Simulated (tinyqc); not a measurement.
Tunnelling through a two-layer gate stack, WKB transmission and Tsu-Esaki current: one step of the calculation.

Electrons leave the emitter at x = 0. Energies E (motion across the layers) are in eV from the emitter Fermi level; the collector Fermi level lies at -V and offers states at every E. No charge in the dielectric and no image force: F1 = V/(t1 + t2 eps1/eps2), F2 = F1 eps1/eps2; U = phi1 - F1 x in layer 1 and phi2 - F1 t1 - F2 (x - t1) in layer 2. With C = hbar^2/(2 m0), kappa = sqrt(m (U - E)/C) where U > E and 0 elsewhere; T(E) = exp(-S), S = 2 times the integral of kappa over x.

Task. WKB exponent in closed form. Each layer adds (2/F) sqrt(m/C) [G(u at its left edge) - G(u at its right edge)] to S, with u = U - E (0 where negative) and G(u) = (2/3) u^1.5. The slope follows from 1/d = -dS/dE.

Parameters, values chosen for the exercise; layer 1 close to silicon dioxide, layer 2 close to hafnium oxide: barrier of layer 1 above the emitter Fermi level at zero bias phi1 = 3.04 eV; tunnelling mass of layer 1 m1 = 0.48 m0; thickness of layer 1 t1 = 0.6 nm; relative permittivity of layer 1 eps1 = 4.07; barrier of layer 2 at zero bias phi2 = 1.57 eV; tunnelling mass of layer 2 m2 = 0.21 m0; thickness of layer 2 t2 = 2.9 nm; relative permittivity of layer 2 eps2 = 23; voltage across the dielectric V = 0.7 V; energy of the electron followed E = -0.13 eV.

Constants: q = 1.602176634e-19 C, hbar = 1.054571817e-34 J s, m0 = 9.1093837015e-31 kg, hbar^2/(2 m0) = 0.0380998212 eV nm^2. Results are converted to the units shown.

Give: S; T(E); energy d over which T(E) grows by a factor e.

Result.

S = 22.016
T(E) = 2.7462e-10
energy d over which T(E) grows by a factor e = 0.13215 eV

The midpoint rule gives S = 22.016, so its T(E) is 0.082 % below this value. The band edge stays above E through the whole stack: direct tunnelling through a trapezoid.

Numbers from tinyqc (`OMP_NUM_THREADS=1 python tinyqc.py 2540125 2540126 out.jsonl`; about 0.05 s on one thread of a shared Intel Xeon 2.30GHz).
